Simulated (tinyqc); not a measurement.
Worked calculation: geometry optimisation on the RHF/sto-6g surface (energies and gradients from PySCF), for H2, spin multiplicity 1. One step of it, computed by the program tinyqc.

Question. Step 1: move. Quasi-Newton step p = -H^(-1) g (first H = 1 times the unit matrix); steps longer than 0.1 bohr are cut back.

positions at the start (bohr), order 1H, 2H:
```
[[0.000000, 0.000000, 0.000000],
 [0.000000, 0.000000, 1.464538]]
```

gradient (hartree/bohr), order 1H, 2H:
```
[[0.00000000, 0.00000000, -0.05843583],
 [0.00000000, 0.00000000, 0.05843583]]
```

Give: positions after step 1.

Answer.

positions after step 1 (bohr), order 1H, 2H:
```
[[0.0000, 0.0000, 0.0584],
 [0.0000, 0.0000, 1.4061]]
```
